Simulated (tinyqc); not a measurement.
Worked calculation: Hubbard ring of 5 sites. Computed by tinyqc, a small Python program that keeps every step. Settings: hopping = 1.44, U = 5.0, mixing = 1, iteration cap = 61. Command: `OMP_NUM_THREADS=1 python tinyqc.py 31394 31395 out.jsonl` (the two numbers bound the seeds that draw the settings). One thread of a shared host (Intel(R) Xeon(R) Processor @ 2.60GHz), about 0.2 s of CPU time with the checks. Later iterations appear only in the table of the cycle.

## Mean-field iteration 1

one-body matrix (hopping and site energies) (eV), order 1, 2, 3, 4, 5:
$$\begin{pmatrix}
0.4500 & -1.4400 & 0.0000 & 0.0000 & -1.4400 \\
-1.4400 & 0.0300 & -1.4400 & 0.0000 & 0.0000 \\
0.0000 & -1.4400 & -0.1800 & -1.4400 & 0.0000 \\
0.0000 & 0.0000 & -1.4400 & 0.3400 & -1.4400 \\
-1.4400 & 0.0000 & 0.0000 & -1.4400 & 0.1900
\end{pmatrix}$$

U = 5.0000 eV

electrons, up and down: [3, 1]

mixing = 1

n(up) at the start (a guess, not normalised): 1 0.6000, 2 0.6000, 3 0.6000, 4 0.6000, 5 0.6000

n(down) at the start (a guess): 1 0.2000, 2 0.2000, 3 0.2000, 4 0.2000, 5 0.2000

H(up) = T + U n(down), H(down) = T + U n(up); fill the lowest levels; n(new) = n + mixing (n(out) - n); E = tr T (rho up + rho down) + U sum n_up n_down of the output.

levels, up (eV): [-1.7333, 0.1846, 0.3666, 3.3917, 3.6204]

levels, down (eV): [0.2667, 2.1846, 2.3666, 5.3917, 5.6204]

energy = -3.8866 eV

n(up) after iteration 1: 1 0.5523, 2 0.6216, 3 0.6519, 4 0.5613, 5 0.6129

n(down) after iteration 1: 1 0.1600, 2 0.2253, 3 0.2611, 4 0.1860, 5 0.1677

## Mean-field iteration 2

As before.

levels, up (eV): [-1.7155, 0.2131, 0.3367, 3.4910, 3.5048]

levels, down (eV): [0.2842, 2.2691, 2.2836, 5.4541, 5.5390]

energy = -3.8924 eV

n(up) after iteration 2: 1 0.5829, 2 0.6032, 3 0.6094, 4 0.5786, 5 0.6260

n(down) after iteration 2: 1 0.1890, 2 0.2066, 3 0.2174, 4 0.2029, 5 0.1841

## Convergence

Each step fills the lowest levels of T + U n(other spin) and sets n(new) = n + mixing (n(out) - n); stop when output and input agree to 1e-8.

Course of the cycle:
```
iteration     E (eV)  largest |n(out) - n(in)|  mean |n_up - n_down|
1          -3.886601                  6.11e-02                0.4000
2          -3.892371                  4.37e-02                0.4000
3          -3.895504                  3.94e-02                0.4000
4          -3.897492                  2.83e-02                0.4000
5          -3.898713                  2.56e-02                0.4000
6          -3.899518                  1.84e-02                0.4000
7          -3.900033                  1.67e-02                0.4000
8          -3.900373                  1.20e-02                0.4000
9          -3.900594                  1.09e-02                0.4000
10         -3.900741                  7.84e-03                0.4000
11         -3.900836                  7.15e-03                0.4000
...              ...                       ...                   ...
51         -3.901022                  1.70e-06                0.4000
52         -3.901022                  1.25e-06                0.4000
53         -3.901022                  1.12e-06                0.4000
54         -3.901022                  8.25e-07                0.4000
55         -3.901022                  7.44e-07                0.4000
56         -3.901022                  5.46e-07                0.4000
57         -3.901022                  4.92e-07                0.4000
58         -3.901022                  3.62e-07                0.4000
59         -3.901022                  3.26e-07                0.4000
60         -3.901022                  2.40e-07                0.4000
61         -3.901022                  2.16e-07                0.4000
```

Not converged within 61 iterations: the residual falls steadily but slowly, by a factor of about 0.82 a step. The lowest mean-field energy found from random starts is -3.90102 eV. Reruns (cap 100 unless said): mixing 0.2: not converged; mixing 0.5: not converged; mixing 0.9: converged in 69 (E = -3.90102); the original settings with a cap of 400: converged in 76 (E = -3.90102).

## Exact diagonalisation (50 states)

Lowest levels of the sector, and the double occupancy of the lowest state.

lowest levels (eV): [-4.7196, -3.3026, -3.2423, -2.0344, -2.0145, -1.7904]

double occupancy per site = 0.0575

## The lowest level by Lanczos steps

From a random start vector (not printed): a_j = <q_j|H|q_j>, b_j = norm of the remainder after orthogonalising; the Ritz value is the lowest eigenvalue of the tridiagonal matrix of a and b so far.

Lanczos:
```
j   a_j (eV)  b_j (eV)  lowest Ritz value (eV)
1     1.7492    4.9451                1.749150
2     2.7486    4.9669               -2.721390
3     4.3244    3.6874               -4.227577
4     2.9590    3.4579               -4.584181
5     2.8979    3.0025               -4.690024
6     3.5106    2.7943               -4.713130
7     2.9526    3.5512               -4.717187
8     3.3087    4.5894               -4.718470
9     4.0209    3.0647               -4.719308
10    3.8564    3.3422               -4.719526
```
